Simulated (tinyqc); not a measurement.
Critical temperature from a phonon spectrum: McMillan, Allen-Dynes and the linearised Eliashberg equation: one step, computed by the program tinyqc. Command: `OMP_NUM_THREADS=1 python tinyqc.py 3005553 3005554 out.jsonl eliashberg walk`. One thread of a shared host (Intel(R) Xeon(R) Processor @ 2.30GHz), about 0.01 s of CPU time with the checks.

alpha^2 F(omega) = sum_i (lambda_i omega_i/2) delta(omega - omega_i), so that lambda = 2 int alpha^2 F/omega d omega = sum_i lambda_i.

Question. McMillan and Allen-Dynes. McMillan form: k_B T_c = (omega_log/1.2) exp[-1.04 (1 + lambda)/(lambda - mu* (1 + 0.62 lambda))]. Allen-Dynes multiplies it by f1 f2: f1 = [1 + (lambda/L1)^(3/2)]^(1/3), L1 = 2.46 (1 + 3.8 mu*); f2 = 1 + (omega_rms/omega_log - 1) lambda^2/(lambda^2 + L2^2), L2 = 1.82 (1 + 6.3 mu*) omega_rms/omega_log.

Inputs (values chosen for the exercise, for a model metal): Coulomb pseudopotential mu* = 0.15.

Peaks in alpha^2 F: two.

lambda = 1.32

omega_rms = 7.566642 meV

omega_log = 6.240114 meV

Constants: k_B = 8.617333262e-05 eV/K.

Give: T_c, McMillan form; f1; f2; T_c, Allen-Dynes.

Answer.

T_c, McMillan form = 6.0262 K

f1 = 1.0626

f2 = 1.0184

T_c, Allen-Dynes = 6.5210 K

The two corrections raise T_c by 8.2 %.
